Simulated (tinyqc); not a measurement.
Free and trapped electrons in a MOS channel with a dense trap tail: two steps of the calculation.

p-type body, charge-sheet picture, full ionisation (an idealisation for deep acceptors), Boltzmann statistics for free electrons. e = Ec - EF at the surface. Acceptor-like traps of density D(E) = D0 + De exp(-E/Ew) at depth E below Ec, from 0 to Eu, hold n_t = integral of D(E)/(1 + exp((e - E)/Vt)). psi = Eg - Vt ln(Nv/Na) - e; N_dep = sqrt(2 eps0 eps_r Na (psi - Vt)/q); n_f = sqrt(N_dep^2 + 2 eps0 eps_r Vt Nc exp(-e/Vt)/q) - N_dep; Vg = Vfb + psi + q (N_dep + n_t + n_f)/Cox, Cox = eps0 eox/tox.

Inputs (values chosen for the exercise); band and dielectric values close to those of gallium nitride:
```
symbol,value,unit,meaning
T,400,K,temperature
Eg,3.41,eV,band gap
eps_r,9.53,,relative permittivity
Nc,3.57e18,cm^-3,conduction-band density of states at T
Nv,7.01e19,cm^-3,valence-band density of states at T
eox,3.9,,relative permittivity of the insulator
tox,79,nm,insulator thickness
Na,3.7e15,cm^-3,acceptor density
Vfb,-2.42,V,flat-band voltage without trapped charge
D0,1.2e11,cm^-2 eV^-1,constant background density of acceptor-like traps
De,3.7e12,cm^-2 eV^-1,density of the tail at the conduction edge
Ew,0.07,eV,decay energy of the tail
Eu,0.77,eV,depth below Ec down to which the traps reach
mf,130,cm^2/(V s),mobility of free electrons
e,0.149,eV,Ec - EF at the surface
```

Constants: q = 1.602176634e-19 C, kB = 1.380649e-23 J/K, Vt = kB T/q, eps0 = 8.8541878128e-14 F/cm where lengths are in cm. Results are converted to the units shown.

Problem 1. Trapped charge. Trapezoid rule on 16 equal steps from 0 to Eu, f = 1/(1 + exp((e - E)/Vt)).

Wanted: E; D(E) f; n_t.

Solution 1.

```
point   E (eV)  D(E) f (cm^-2 eV^-1)
0            0              5.001e10
1      0.04813              1.007e11
2      0.09625              1.878e11
3       0.1444              2.754e11
4       0.1925              2.779e11
5       0.2406              2.233e11
6       0.2888              1.767e11
7       0.3369              1.494e11
8       0.3850              1.350e11
9       0.4331              1.276e11
10      0.4813              1.238e11
11      0.5294              1.219e11
12      0.5775              1.210e11
13      0.6256              1.205e11
14      0.6737              1.202e11
15      0.7219              1.201e11
16      0.7700              1.201e11
```

n_t = 1.187e11 cm^-2

Problem 2. Charges and gate voltage. psi, N_dep, n_f and Vg as defined, with the n_t given; free share n_f/(n_f + n_t); apparent mobility mf n_f/(n_f + n_t); gate voltage spent on traps q n_t/Cox.

n_t = 1.1869718e11 cm^-2

Find: psi; N_dep; n_f; Vg; free share; apparent mobility; gate voltage spent on traps.

Solution 2.

psi = 2.9215 V
N_dep = 3.3543e11 cm^-2
n_f = 2.4717e10 cm^-2
Vg = 2.2567 V
free share = 17.235 %
apparent mobility = 22.405 cm^2/(V s)
gate voltage spent on traps = 0.43508 V

tinyqc, about 0.02 s, one thread, Intel Xeon 2.30GHz (shared host): `OMP_NUM_THREADS=1 python tinyqc.py 2222113 2222114 out.jsonl`
